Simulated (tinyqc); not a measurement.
Averaged masses of warped heavy- and light-hole bands: one step. Density-of-states masses from three directions. Three cases, with inputs chosen for the exercise.

Question. m_d^(3/2) is the angular mean of m(u)^(3/2). The rule mean = (10 F[100] + 16 F[110] + 9 F[111])/35 is exact for cubic harmonics up to sixth order. Total m_d = (m_h^(3/2) + m_l^(3/2))^(2/3).

Four-band hole energies E = c k^2 f(u), c = hbar^2/2m0, f = g1 -/+ 2 sqrt(g2^2 + 3 (g3^2 - g2^2) s), s = ux^2 uy^2 + uy^2 uz^2 + uz^2 ux^2 for the unit vector u; minus for heavy, plus for light holes; the mass along u is 1/f.

Case 1.

Values chosen (out of a larger set: near those of GaSb; not measured data):
- g1 = 13.42 (Luttinger gamma1)
- g2 = 4.69 (gamma2)
- g3 = 5.96 (gamma3)

Case 2.

Values chosen (out of a larger set: near those of Ge; not measured data):
- g1 = 13.37 (Luttinger gamma1)
- g2 = 4.29 (gamma2)
- g3 = 5.69 (gamma3)

Case 3.

Values chosen (out of a larger set: near those of Si; not measured data):
- g1 = 4.27 (Luttinger gamma1)
- g2 = 0.34 (gamma2)
- g3 = 1.44 (gamma3)

Give: m^(3/2); m_d heavy, light; total; share of light holes.

Answer.

Case 1.

m^(3/2):
```
direction    heavy    light
[100]      0.12315  0.00919
[110]      0.33299  0.00812
[111]      0.54433  0.00784
```

m_d heavy, light (m0): 0.4750  0.0412

total = 0.4831 m0
share of light holes = 2.5 %

Case 2.

m^(3/2):
```
direction    heavy    light
[100]      0.09539  0.00972
[110]      0.23561  0.00844
[111]      0.35622  0.00812
```

m_d heavy, light (m0): 0.3716  0.0424

total = 0.3811 m0
share of light holes = 3.7 %

Case 3.

m^(3/2):
```
direction    heavy    light
[100]      0.14701  0.09080
[110]      0.43093  0.05655
[111]      0.61021  0.05230
```

m_d heavy, light (m0): 0.5392  0.1621

total = 0.5969 m0
share of light holes = 14.1 %

Computed by tinyqc, one run a case: `OMP_NUM_THREADS=1 python tinyqc.py N N+1 out.jsonl` with N = 1081210, 1081319, 1081584; one thread of a shared Intel(R) Xeon(R) Processor @ 2.30GHz, about 0.03 s a run at most.
